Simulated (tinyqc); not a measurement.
Cluster expansion of a binary alloy: correlations, fit, cross-validation and ground states: one step, computed by the program tinyqc.

s = +1 for A and -1 for B. Energy per site E = J0 + J1 P(point) + sum over clusters of m V P, with P the mean product of spins; V > 0 on a pair favours unlike neighbours. Clusters per site m: pair 1 6, pair 2 3, pair 3 12, triplet 8; the triplet is the triangle of first neighbours. Formation energies are counted from the line between pure A and pure B, which removes J0 and J1.

Task: Normal equations for V1, V2, Vt. Leave out pair 3: A = X^T X and b = X^T E (E being the data with noise) over these three columns; solve A V = b. The root-mean-square error runs over the structures between the pure ends.

Lattice: fcc.

X:
```
                     pair 1    pair 2     pair 3   triplet
A                   0.00000   0.00000    0.00000   0.00000
A3B L1_2           -6.00000   0.00000  -12.00000  -8.00000
A3B D0_22          -6.00000  -1.00000   -8.00000  -8.00000
A3B (001) layers   -4.00000  -1.00000  -12.00000   0.00000
A2B (001) layers   -5.33333  -1.33333  -16.00000   0.00000
AB L1_0            -8.00000   0.00000  -16.00000   0.00000
AB L1_1            -6.00000  -6.00000  -12.00000   0.00000
A2B2 (001) layers  -4.00000  -2.00000  -16.00000   0.00000
AB2 (001) layers   -5.33333  -1.33333  -16.00000   0.00000
AB3 L1_2           -6.00000   0.00000  -12.00000   8.00000
AB3 D0_22          -6.00000  -1.00000   -8.00000   8.00000
AB3 (001) layers   -4.00000  -1.00000  -12.00000   0.00000
B                   0.00000   0.00000    0.00000   0.00000
```

data (meV/site): A 0.00000, A3B L1_2 -57.73589, A3B D0_22 -53.61822, A3B (001) layers -31.81697, A2B (001) layers -42.93022, AB L1_0 -73.06523, AB L1_1 -30.25423, A2B2 (001) layers -27.59041, AB2 (001) layers -42.45172, AB3 L1_2 -52.04451, AB3 D0_22 -48.93488, AB3 (001) layers -31.93500, B 0.00000

Give: matrix A; b; fitted V1, V2, Vt; root-mean-square error of the three-cluster fit.

Result:

matrix A:
```
       V1    V2     Vt
V1  348.9  78.2    0.0
V2   78.2  47.6    0.0
Vt    0.0   0.0  256.0
```

b (meV): 2861  517  83

fitted V1, V2, Vt (meV): 9.130  -4.149  0.324

root-mean-square error of the three-cluster fit = 0.4955 meV/site
